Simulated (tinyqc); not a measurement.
Worked calculation: sp3 tight binding, zinc-blende lattice. Computed by tinyqc, a small Python program that keeps every step. Command: `OMP_NUM_THREADS=1 python tinyqc.py 25624 25625 out.jsonl` (the two numbers bound the seeds that draw the settings). One thread of a shared host (Intel(R) Xeon(R) Processor @ 2.60GHz), about 0.01 s of CPU time with the checks.

## Bloch Hamiltonian at k

Parameters chosen for this model: zinc-blende lattice, anion at 0, cation at a/4 (1,1,1); V = eta hbar^2 / (m d^2), hbar^2/m = 7.619964 eV angstrom^2:
```
parameter          value      unit
a               6.010000  angstrom
d               2.602406  angstrom
Es anion      -15.890000        eV
Ep anion       -7.890000        eV
Es cation     -15.890000        eV
Ep cation      -7.890000        eV
eta ss         -1.260000
eta sp          1.720000
eta pp sigma    3.190000
eta pp pi      -0.660000
V ss           -1.417664        eV
V sp            1.935224        eV
V pp sigma      3.589165        eV
V pp pi        -0.742586        eV
```

k point k (2 pi / a): [-0.0700, 0.4400, 0.4100]

Slater-Koster rules over the four bonds with direction cosines (l, m, n): ss V_ss; s-px l V_sp; px-s -l V_sp; px-px l^2 V_pps + (1 - l^2) V_ppp; px-py l m (V_pps - V_ppp); each times exp(i k.d).

H(k) at k (eV), order a s, a px, a py, a pz, c s, c px, c py, c pz:
```
[[-15.8900, 0.0000, 0.0000, 0.0000, -3.4730-0.2382i, -1.7001-0.3022i, 0.2269+2.2644i, 0.2500+2.0551i],
 [0.0000, -7.8900, 0.0000, 0.0000, 1.7001+0.3022i, 1.7181+0.1178i, 0.3231+2.6559i, 0.2932+2.9263i],
 [0.0000, 0.0000, -7.8900, 0.0000, -0.2269-2.2644i, 0.3231+2.6559i, 1.7181+0.1178i, -2.1971-0.3905i],
 [0.0000, 0.0000, 0.0000, -7.8900, -0.2500-2.0551i, 0.2932+2.9263i, -2.1971-0.3905i, 1.7181+0.1178i],
 [-3.4730+0.2382i, 1.7001-0.3022i, -0.2269+2.2644i, -0.2500+2.0551i, -15.8900, 0.0000, 0.0000, 0.0000],
 [-1.7001+0.3022i, 1.7181-0.1178i, 0.3231-2.6559i, 0.2932-2.9263i, 0.0000, -7.8900, 0.0000, 0.0000],
 [0.2269-2.2644i, 0.3231-2.6559i, 1.7181-0.1178i, -2.1971+0.3905i, 0.0000, 0.0000, -7.8900, 0.0000],
 [0.2500-2.0551i, 0.2932-2.9263i, -2.1971+0.3905i, 1.7181-0.1178i, 0.0000, 0.0000, 0.0000, -7.8900]]
```

## Levels at k

Diagonalise the Hermitian matrix.

eigenvalues (eV): [-20.2198, -15.2215, -12.8951, -11.8501, -8.1280, -4.1870, -3.9089, -2.7095]

weights |c|^2 of the basis functions, order a s, a px, a py, a pz, c s, c px, c py, c pz:
```
[[0.4715, 0.3024, 0.0069, 0.0002, 0.1909, 0.0220, 0.0017, 0.0044],
 [0.0028, 0.0701, 0.3050, 0.0011, 0.1575, 0.1743, 0.0234, 0.2659],
 [0.0140, 0.0668, 0.0892, 0.2361, 0.0901, 0.2653, 0.1284, 0.1101],
 [0.0118, 0.0607, 0.0990, 0.2626, 0.0615, 0.0384, 0.3465, 0.1195],
 [0.4715, 0.3024, 0.0069, 0.0002, 0.1909, 0.0220, 0.0017, 0.0044],
 [0.0028, 0.0701, 0.3050, 0.0011, 0.1575, 0.1743, 0.0234, 0.2659],
 [0.0140, 0.0668, 0.0892, 0.2361, 0.0901, 0.2653, 0.1284, 0.1101],
 [0.0118, 0.0607, 0.0990, 0.2626, 0.0615, 0.0384, 0.3465, 0.1195]]
```

## Bloch Hamiltonian at X

k point X (2 pi / a): [1, 0, 0]

As before.

H(k) at X (eV), order a s, a px, a py, a pz, c s, c px, c py, c pz:
```
[[-15.8900, 0.0000, 0.0000, 0.0000, 0.0000, 0.0000+4.4692i, 0.0000, 0.0000],
 [0.0000, -7.8900, 0.0000, 0.0000, 0.0000-4.4692i, 0.0000, 0.0000, 0.0000],
 [0.0000, 0.0000, -7.8900, 0.0000, 0.0000, 0.0000, 0.0000, 0.0000+5.7757i],
 [0.0000, 0.0000, 0.0000, -7.8900, 0.0000, 0.0000, 0.0000+5.7757i, 0.0000],
 [0.0000, 0.0000+4.4692i, 0.0000, 0.0000, -15.8900, 0.0000, 0.0000, 0.0000],
 [0.0000-4.4692i, 0.0000, 0.0000, 0.0000, 0.0000, -7.8900, 0.0000, 0.0000],
 [0.0000, 0.0000, 0.0000, 0.0000-5.7757i, 0.0000, 0.0000, -7.8900, 0.0000],
 [0.0000, 0.0000, 0.0000-5.7757i, 0.0000, 0.0000, 0.0000, 0.0000, -7.8900]]
```

## Levels at X

As before.

eigenvalues (eV): [-17.8878, -17.8878, -13.6657, -13.6657, -5.8922, -5.8922, -2.1143, -2.1143]

## Bands along a path

The same steps at evenly spaced points between the labelled ones.

Bands along the path (eV):
```
k           band 1    band 2    band 3    band 4    band 5   band 6   band 7   band 8
L         -19.6537  -16.5495  -12.1805  -12.1805   -8.7682  -3.5995  -3.5995  -2.5887
L-G 0.33  -20.3649  -15.2831  -11.8616  -11.8616   -8.7786  -3.9184  -3.9184  -3.1334
L-G 0.67  -21.2343  -12.8669  -11.1311  -11.1311   -9.0816  -4.6489  -4.6489  -4.3772
G         -21.5607  -10.6953  -10.6953  -10.6953  -10.2193  -5.0847  -5.0847  -5.0847
G-X 0.33  -21.1198  -12.9081  -11.6639  -11.6639   -8.3905  -5.1416  -4.1161  -4.1161
G-X 0.67  -19.8467  -15.4770  -13.0848  -13.0848   -6.8703  -5.3660  -2.6952  -2.6952
X         -17.8878  -17.8878  -13.6657  -13.6657   -5.8922  -5.8922  -2.1143  -2.1143
X-W 0.33  -17.8878  -17.8878  -13.6657  -13.6657   -5.8922  -5.8922  -2.1143  -2.1143
X-W 0.67  -17.8878  -17.8878  -13.6657  -13.6657   -5.8922  -5.8922  -2.1143  -2.1143
W         -17.8878  -17.8878  -13.6657  -13.6657   -5.8922  -5.8922  -2.1143  -2.1143
```

With 4 band(s) filled, the highest filled level on these points lies at G and the lowest empty one at G: a gap of 0.4760 eV, direct.
